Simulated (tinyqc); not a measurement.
Two-step dopant diffusion (predeposition and drive-in) with a constant diffusivity: one step, computed by the program tinyqc.

Fick diffusion into a half space x > 0 whose background doping C_B is of the opposite type, so that a junction lies where C = C_B.

Question. Sheet resistance. Net dose Q_net = Q erf(x_j/(2 sqrt((Dt)2))) - C_B x_j; R_s = 1/(e mu Q_net), with every dopant ionised and one mobility.

Inputs (values chosen for the exercise, modelled on arsenic in silicon):
```
quantity                         value        unit
surface concentration C_s      1.5e+20      1/cm^3
background doping C_B          1.4e+16      1/cm^3
predeposition temperature T1       975           C
drive-in temperature T2           1100           C
mean mobility in the layer mu      150  cm^2/(V s)
stand-by temperature               750           C
```

dose Q = 2.107314e+14 1/cm^2

junction depth x_j = 0.7869356 um

drive-in budget (Dt)2 = 2.459626e-10 cm^2

Constants: e = 1.602176634e-19 C.

Give: net dose; sheet resistance R_s (Gaussian).

Answer.

net dose = 2.0955e+14 1/cm^2

sheet resistance R_s (Gaussian) = 198.57 ohm/square

Caution: C_s exceeds the intrinsic carrier density of silicon at the predeposition temperature (2e18 to 1e19 per cm^3), where real diffusivities rise with concentration and profiles turn box-like.
